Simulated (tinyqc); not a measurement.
Carrier lifetime from Shockley-Read-Hall, radiative, Auger and surface recombination: one step, computed by the program tinyqc. Command: `OMP_NUM_THREADS=1 python tinyqc.py 3010197 3010198 out.jsonl lifetime walk`. One thread of a shared host (Intel(R) Xeon(R) Processor @ 2.30GHz), about 0.02 s of CPU time with the checks.

Energies are counted from the top of the valence band. Boltzmann statistics, full ionisation, and equal excess densities of electrons and holes.

Question. Surface lifetime. The slowest diffusion mode has x tan x = S W/(2 D) with 0 < x < pi/2 (bisection), and tau_s = W^2/(4 x^2 D). The common approximation is W/(2 S) + W^2/(pi^2 D).

Inputs (values chosen for the exercise, with bands modelled on CdS):
```
quantity                   value        unit
doping N                 1.8e+15       cm^-3
radiative coefficient B  5.2e-11      cm^3/s
diffusion coefficient D       14      cm^2/s
surface velocity S         20000        cm/s
thickness W                  130  micrometre
```

Doping: n-type. Surface term: two equal surfaces.

Give: x; tau_s; approximate tau_s.

Answer.

x = 1.419

tau_s = 1.498e-06 s

approximate tau_s = 1.548e-06 s

The approximation is off by 3.3 %. Surface and diffusion both limit. Caution: the layer is thicker than two bulk diffusion lengths: adding 1/tau_s describes the late decay, and understates the surface loss in a steady state.
